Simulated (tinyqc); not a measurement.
Swing of the coupled dose with resist thickness: standing waves and exposure in a photoresist film.

Normal incidence from air. Unexposed resist: N1 = n1 + i k1 with k1 = (A + B) lam/(4 pi), lam in micrometres. r01 = (1 - N1)/(1 + N1), t01 = 2/(1 + N1). Substrate Ns = ns + i ks: r12 = (N1 - Ns)/(N1 + Ns). With p = exp(2 pi i N1 d/lam), the field at depth z is E(z) = t01 [exp(2 pi i N1 z/lam) + r12 p^2 exp(-2 pi i N1 z/lam)]/(1 + r01 r12 p^2), the relative intensity I(z) = n1 |E(z)|^2 and the reflectance R = |(r01 + r12 p^2)/(1 + r01 r12 p^2)|^2.

Values chosen for the exercise (a resist on Al, indices near tabulated ones; not measured data): lam = 365 nm (vacuum wavelength); n1 = 1.684 (resist index); A = 0.69 1/micrometre (bleachable absorption (Dill A)); B = 0.04 1/micrometre (fixed absorption (Dill B)); d = 877 nm (resist thickness); ns = 0.408 (substrate n); ks = 4.366 (substrate k).

The mean of I is taken over 800 depths; the relative dose to clear is taken as 1/(mean of I over the lowest period, 60 depths), scaled to 1 in the first row.

Swing:
```
d (nm)       R  mean I  relative dose
877.0   0.3500  0.9318          1.000
895.1   0.1537  1.1915          0.788
913.1   0.0729  1.2836          0.746
931.2   0.2306  1.0473          0.928
949.2   0.3762  0.8341          1.164
967.3   0.4070  0.7784          1.232
985.4   0.3140  0.8846          1.075
1003.4  0.1272  1.1074          0.865
1021.5  0.0521  1.1843          0.824
1039.6  0.2017  0.9821          1.007
1057.6  0.3434  0.7949          1.244
1075.7  0.3738  0.7457          1.312
1093.7  0.2834  0.8398          1.158
```

The period is 108.4 nm, six rows. The relative dose swings between 0.746 and 1.312, a ratio (max - min)/mean of 0.551, against the estimate 4 sqrt(|r01|^2 |r12|^2) exp(-(A + B) d) = 0.501 for the oscillating part alone; the ratio from the table also holds the slow rise from absorption, 15.8 % over two periods, so the two are not strictly comparable. The dose is least sensitive to thickness at an extremum; the lowest dose listed is at 913.1 nm.

Program tinyqc; command `OMP_NUM_THREADS=1 python tinyqc.py 1682502 1682503 out.jsonl`; about 0.01 s on one thread of a shared Intel(R) Xeon(R) Processor @ 2.30GHz.
